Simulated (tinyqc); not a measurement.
# Chemical vapour deposition: Grove model, boundary layer, depletion and step coverage, step by step

A worked calculation. Computed by tinyqc, a small Python program that keeps every step. Command: `OMP_NUM_THREADS=1 python tinyqc.py 3003649 3003650 out.jsonl cvd walk`. One thread of a shared host (Intel(R) Xeon(R) Processor @ 2.30GHz), about 0.01 s of CPU time with the checks. Intermediate numbers are printed to about 5 digits and carried at full precision; extremes and crossings named in words are read from the listed rows.

A precursor diffuses to the surface and reacts there at first order; each molecule that reacts adds one formula unit of film.

Inputs (values chosen for the exercise, close to those used for polysilicon from silane):
```
quantity,value,unit
prefactor k0 of k_s,5e+07,cm/s
activation energy E,1.53,eV
temperature T,770,C
total pressure p,25,torr
mole fraction of the precursor Y,0.0012,-
gas diffusivity D0 at 273.15 K and 760 torr,0.43,cm^2/s
film density N,5e+22,formula units/cm^3
precursor mass M,32,u
trench width w,0.94,um
aspect ratio of the trench,100,-
gas velocity U,39,cm/s
kinematic viscosity nu0 at 273.15 K and 760 torr,0.58,cm^2/s
susceptor length L,59,cm
channel height b,8.3,cm
```

Reactor: horizontal, reduced pressure.

Constants: k_B = 1.380649e-23 J/K; u = 1.6605390666e-27 kg; k_B = 8.617333262e-05 eV/K.

## Gas-phase and surface constants

k_s = k0 exp(-E/(k_B T)); C_g = Y p/(k_B T), 1 torr = 133.322 Pa; D = D0 (T/273.15)^1.75 (760/p). Temperatures in kelvin are T(C) + 273.15. Mean speed c = sqrt(8 k_B T/(pi M)); reactive sticking probability beta = 4 k_s/c.

surface rate constant k_s = 2.0280 cm/s

precursor density C_g = 2.7771e+14 1/cm^3

gas diffusivity D = 136.38 cm^2/s

mean speed c = 83078 cm/s

sticking probability beta = 9.7644e-05

## Boundary layer

nu = nu0 (T/273.15)^1.75 (760/p); Re = U L/nu; mean boundary layer delta = (2/3) L/sqrt(Re), at most b/2; h_g = D/delta.

Reynolds number Re = 12.509

boundary layer delta = 4.15 cm

mass-transfer coefficient h_g = 32.862 cm/s

Caution: the boundary layer is capped at b/2, so U, L and nu no longer affect h_g.

## Growth rate at the inlet

Fluxes in series: C_s = C_g/(1 + k_s/h_g); growth rate G = k_s h_g/(k_s + h_g) C_g/N; 1 cm/s = 6e8 nm/min.

ratio k_s/h_g = 0.061712

C_s/C_g = 0.94187

growth rate G at the inlet = 6.3656 nm/min

The surface reaction limits the rate, so temperature must be uniform.

## Depletion along the susceptor

Plug flow: U b dC/dx = -k_eff C with k_eff = k_s h_g/(k_s + h_g), so C falls as exp(-k_eff x/(U b)); the used share of the precursor is 1 - C(L)/C(0).

k_eff = 1.9101 cm/s

depletion length = 169.46 cm

rate at the outlet over rate at the inlet = 0.70599

rate at the outlet = 4.4940 nm/min

29.4 % of the precursor is used.

## Reaction control against transport control

The formulas are those given above.

Rates:
```
T (C),k_s (cm/s),h_g (cm/s),G (nm/min),reaction limit (nm/min),transport limit (nm/min)
570,3.5782e-02,22.643,1.4730e-01,1.4753e-01,93.36
620,1.1632e-01,25.044,4.5063e-01,4.5272e-01,97.48
670,3.3368e-01,27.549,1.2152e+00,1.2299e+00,101.54
720,8.6085e-01,30.156,2.9296e+00,3.0132e+00,105.55
770,2.0280e+00,32.862,6.3656e+00,6.7584e+00,109.51
820,4.4174e+00,35.668,1.2500e+01,1.4048e+01,113.43
870,8.9887e+00,38.572,2.2169e+01,2.7335e+01,117.30
920,1.7233e+01,41.573,3.5496e+01,5.0210e+01,121.13
970,3.1354e+01,44.669,5.1517e+01,8.7678e+01,124.91
```

The apparent activation energy of G is 1.45 eV between the first rows and 0.95 eV between the last, against E = 1.53 eV. k_s stays below h_g, but mixed control begins at the hot end, which lowers the slope there. In the reaction limit the slope is E - k_B T, because C_g falls as 1/T; any further lowering comes from transport.

## Step coverage in a trench

In a long trench of width w and depth l = aspect ratio x w: Knudsen diffusivity D_K = (2w) c/3 (hydraulic diameter 2w), combined as 1/D_e = 1/D_K + 1/D; D_e d2C/dz2 = 2 k_s C/w with D_e dC/dz = -k_s C at the floor. With m = sqrt(2 k_s/(w D_e)): C(floor)/C(top) = 1/[cosh(m l) + (k_s/(D_e m)) sinh(m l)].

Knudsen diffusivity D_K = 5.2062 cm^2/s

effective diffusivity D_e = 5.0148 cm^2/s

modulus m l = 0.87194

step coverage = 0.70965

Wall collisions limit transport in the trench; then m l = aspect ratio x sqrt(3 beta)/2, 0.8558, whatever the width. Caution: the hydraulic-diameter form of D_K is rough for a slit.

Checks made by the program: step coverage against a numerical boundary-value solution (relative difference below 1e-10).
